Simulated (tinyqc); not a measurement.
Inside a calculation: Weaire-Thorpe hybrids on a Bethe lattice: gap and dangling bond of an amorphous tetrahedral solid. Values are carried at full precision from step to step, so a last printed digit may differ when a step is redone from the rounded ones.

Four sp3 hybrids an atom at energy 0, coupled by -V1 on the atom and by -V2 along a bond; the bonds form a tree (no rings). For any network the gap runs at least from -V2 + V1 to V2 - 3 V1, and p-like states pile up at -V2 + V1 and V2 + V1. On the tree the gap is wider: it ends at Ec = -V1 + sqrt(V2^2 + 4 V1^2 - 2 sqrt3 V1 V2), which makes it well wider than the gaps of the real glasses. A branch seen from a hybrid has the self-energy S = V2^2 g, where g is the Green function of the hybrid across the bond, whose three partners carry S themselves. With a = z - V1, b = a - S: g = 1/(a + V1 b/(b + 3 V1)), z = E + i eta. A full atom has G = (1/b)(b + 3 V1)/(b + 4 V1) per hybrid; a dangling hybrid with shift dh has G = 1/(1/g - dh).

Values chosen for the exercise (of the size of tabulated hybrid energies for amorphous germanium; the results hold for these values, not for the real material):
```
symbol  value  unit  meaning
V1      1.84   eV    coupling of two hybrids on one atom
V2      4.19   eV    coupling of the two hybrids of a bond
E       3.17   eV    energy
eta     0.02   eV    broadening
dh      -1.6   eV    shift of the dangling hybrid (rehybridisation)
```

## Edges

Bounds -V2 + V1 and V2 - 3 V1. On the tree the s-like bands are narrower: E = -V1 -/+ sqrt(V2^2 + 4 V1^2 + V1 V2 e) with e from -2 sqrt3 to 2 sqrt3 (for a crystal, -4 to 4), so the conduction edge is -V1 + sqrt(V2^2 + 4 V1^2 - 2 sqrt3 V1 V2).

edges (eV): Ev -2.3500, Ec(bound) -1.3300, Ec(tree) 0.2556

gaps (eV): (bound, reached in the crystal) 1.0200, (tree) 2.6056

The gap needs no periodicity, only V2 > 2 V1 (here V2/V1 = 2.277); leaving out rings widens it by 1.586 eV. Two parameters give the trend, not the value.

## The self-energy at one energy

S = V2^2 g is a quadratic A S^2 + B S + C = 0 with A = a + V1, B = -(a (a + 4 V1) + V2^2), C = V2^2 (a + 3 V1), a = z - V1. Of the two roots take the one with Im S < 0 (if both qualify, the decaying one, with the smaller |V1 V2 g/(b + 3 V1)|).

A, B, C: [3.1700+0.0200i, -29.1134-0.2004i, 120.2593+0.3511i]

roots (eV): [4.6106+4.1074i, 4.5734-4.1022i]

S = 4.5734-4.1022i eV

## Densities at that energy

With z = E + i eta, b = z - V1 - S: full atom G = (b + 3 V1)/(b (b + 4 V1)); g = S/V2^2; dangling hybrid 1/(1/g - dh); densities -Im G/pi.

G (1/eV): (bulk) -0.0581-0.1427i, (dangling with dh = 0) 0.2605-0.2337i, (dangling with dh) 0.2126-0.1088i
densities (1/eV): (bulk) 0.0454, (dangling with dh = 0) 0.0744, (dangling with dh) 0.0346

## The dangling-bond level

For eta = 0 the level solves 1/g(E) = dh inside the gap (bisection); its weight on the dangling hybrid is 1/(d(1/g)/dE), by central differences with step 1e-5 eV.

level = -0.8634 eV
above Ev = 1.4866 eV
weight on the dangling hybrid = 0.602

The level lies at 57 % of the gap of the tree; 40 % of it spreads over the back bonds.

## Checks

- Conduction edge from the formula against the zero of the discriminant: both 0.255629.
- S from the quadratic against damped iteration of S = V2^2 g: both 4.573424.

Run: tinyqc, `OMP_NUM_THREADS=1 python tinyqc.py 1452580 1452581 out.jsonl`; Intel(R) Xeon(R) Processor @ 2.30GHz, one thread, shared host; about 0.02 s of CPU time with all checks.
